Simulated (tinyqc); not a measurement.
Size effects in the resistivity of thin metal films and interconnect lines: one step, computed by the program tinyqc. Command: `OMP_NUM_THREADS=1 python tinyqc.py 3005954 3005955 out.jsonl size walk`. One thread of a shared host (Intel(R) Xeon(R) Processor @ 2.30GHz), about 0.01 s of CPU time with the checks.

Electrons lose their drift at surfaces (a share 1 - p of the hits) and at grain boundaries (reflection R), besides bulk scattering.

Problem. Grain boundaries. Mayadas-Shatzkes: alpha = (lambda/D) R/(1 - R); rho_b/rho = 1 - 3 alpha/2 + 3 alpha^2 - 3 alpha^3 ln(1 + 1/alpha).

Inputs (values chosen for the exercise, modelled on silver): bulk mean free path lambda = 56.1 nm; grain-boundary reflection R = 0.64.

Geometry: film.

grain size D = 180 nm

Give: alpha; rho/rho_b from grains.

Solution.

alpha = 0.5541

rho/rho_b from grains = 1.774

The linear estimate 1 + 3 alpha/2 gives 1.831, 3 % high; at large alpha the slope is 4/3.
